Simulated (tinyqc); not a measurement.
Worked calculation: BCS gap equation with a constant attraction inside the Debye window. Computed by tinyqc, a small Python program that keeps every step. Command: `OMP_NUM_THREADS=1 python tinyqc.py 3023495 3023496 out.jsonl bcs walk`. One thread of a shared host (Intel(R) Xeon(R) Processor @ 2.30GHz), about 0.01 s of CPU time with the checks. Intermediate numbers are printed to about 6 digits and carried at full precision; extremes and crossings named in words are read from the listed rows.

Pairs attract with strength V for |xi| < k_B Theta; N(0) is the density of states for one spin. Energies are given as temperatures (E/k_B, in K) unless marked.

Inputs (values chosen for the exercise, modelled on titanium nitride):
```
quantity                  value      unit
coupling N(0)V            0.212         -
Debye temperature Theta     545         K
temperature T               1.3         K
Fermi velocity v_F       680000       m/s
electron density n         5.02  1e28/m^3
mean free path l            8.4        nm
junction resistance R_n     0.4  kilo-ohm
```

Solver: secant.

Constants: k_B = 8.617333262e-05 eV/K; hbar = 1.054571817e-34 J s; k_B = 1.380649e-23 J/K; m_0 = 9.1093837015e-31 kg; eps_0 = 8.8541878128e-12 F/m; c = 299792458 m/s; e = 1.602176634e-19 C; h = 6.62607015e-34 J s.

## Gap at zero temperature

At T = 0 the gap equation 1/(N(0)V) = int_0^Theta d xi/sqrt(xi^2 + Delta^2) has the integral arcsinh(Theta/Delta), so Delta_0 = Theta/sinh(1/(N(0)V)); weak coupling gives 2 Theta exp(-1/(N(0)V)).

Delta_0 = 9.74770 K

weak-coupling Delta_0 = 9.74692 K

Delta_0 in meV = 0.839992 meV

## Critical temperature

Gap equation: 1/(N(0)V) = I(Delta, T) = int_0^Theta tanh(E/2T)/E d xi, E = sqrt(xi^2 + Delta^2); 64 Gauss-Legendre points in y with xi = max(Delta, T) sinh(y). T_c solves I(0, T_c) = 1/(N(0)V); the weak-coupling form is T_c = (2 e^C/pi) Theta exp(-1/(N(0)V)) with Euler's C = 0.5772157, and 2 Delta_0/T_c then tends to 2 pi e^-C = 3.528.

T_c = 5.52585 K

weak-coupling T_c = 5.52585 K

2 Delta_0/T_c = 3.52804

T_c/Theta = 0.0101; the ratio lies +0.01 % from 3.528, so the universal weak-coupling laws hold.

## One evaluation of the gap equation

Take Delta = Delta_0 as the trial; the fixed-point update is Delta(new) = N(0)V Delta I(Delta, T).

I(Delta_0, T) = 4.71648

updated Delta = 9.74667 K

## Gap at temperature T

Residual r = N(0)V I - 1, with Delta_0 = Theta/sinh(1/(N(0)V)). Secant steps in Delta^2, from Delta_0 and 0.9 Delta_0, with Delta^2 kept at or above 1e-6 K^2. Stop when |r| < 1e-9 or after 40 steps.

Iterations:
```
step  Delta (K)    residual r
1       9.74329  -1.01880e-05
2       9.74287  -9.80717e-07
3       9.74282   4.66680e-11
```

converged (1 yes, 0 no) = 1

Delta(T) = 9.74282 K

Converged in 3 steps: Delta(T)/Delta_0 = 0.9995 at T/T_c = 0.235.

## Lengths and fields

xi_0 = hbar v_F/(pi Delta_0); lambda_L = sqrt(m_0 eps_0 c^2/(n e^2)); N(0) = 3 n/(2 m_0 v_F^2) for one spin; condensation energy N(0) Delta_0^2/2 = B_c^2/(2 mu_0), mu_0 = 1/(eps_0 c^2); with scattering lambda = lambda_L sqrt(1 + xi_0/l) in the local limit (where xi_0 and l both exceed lambda, nonlocal response makes the true depth larger); Ginzburg-Landau kappa = 0.96 lambda_L/xi_0 + 0.72 lambda_L/l. Free-electron mass throughout; heavier carriers, as in niobium or vanadium, give a larger lambda_L and kappa and can make the metal type II.

coherence length xi_0 = 169.609 nm

London depth lambda_L = 23.7180 nm

critical field B_c(0) = 63.7874 mT

depth with scattering = 109.184 nm

Ginzburg-Landau kappa = 2.16721

kappa exceeds 1/sqrt(2): type II, and the sample is dirty, l well below xi_0.

## A tunnel junction of this metal

Ambegaokar-Baratoff: I_c R_n = (pi Delta/(2e)) tanh(Delta/2T); Josephson energy E_J = hbar I_c/(2e), given as E_J/h; inductance hbar/(2 e I_c); thermal quasiparticle fraction x = n_qp/(2 N(0) Delta) = sqrt(2 pi T/Delta) exp(-Delta/T), valid for T well below Delta.

I_c R_n = 1317.33 microvolt

critical current I_c = 3293.32 nA

E_J/h = 1635.74 GHz

Josephson inductance = 0.0999313 nH

quasiparticle fraction x = 5.09224e-04

## Gap and superfluid density against temperature

Interpolation tanh(1.74 sqrt(T_c/T - 1)); near T_c, 1.74 sqrt(1 - T/T_c). Clean-limit superfluid fraction 1 - (1/2T) int_0^(40 T) cosh^-2(E/2T) d xi (64 points); two-fluid rule 1 - (T/T_c)^4.

Reduced quantities:
```
T/T_c  Delta/Delta_0  tanh form  square-root form  superfluid fraction  two-fluid rule
0.10        1.000000   0.999942           1.65071             1.000000        0.999900
0.20        0.999877   0.998104           1.55630             0.998854        0.998400
0.30        0.997125   0.990221           1.45579             0.981768        0.991900
0.40        0.985037   0.972207           1.34780             0.927945        0.974400
0.50        0.956892   0.940227           1.23037             0.834079        0.937500
0.60        0.907006   0.889746           1.10047             0.706728        0.870400
0.70        0.828787   0.814110           0.95304             0.553775        0.759900
0.80        0.711061   0.701374           0.77815             0.381838        0.590400
0.90        0.526359   0.522665           0.55024             0.195986        0.343900
0.95        0.380331   0.379250           0.38908             0.099064        0.185494
0.98        0.243593   0.243575           0.24607             0.039861        0.077632
```

The tanh form misses the gap by at most about 0.017 (at T/T_c = 0.6); the square-root form is within 3 % only from T/T_c = 0.95. The gap keeps 99 % of Delta_0 up to T/T_c = 0.3, since quasiparticles are exponentially few. The two-fluid rule exceeds the BCS superfluid fraction most, by 0.21, at T/T_c = 0.8.

Checks made by the program: weak-coupling T_c, allowing for terms of order exp(-Theta/T_c) (relative difference below 1e-10).
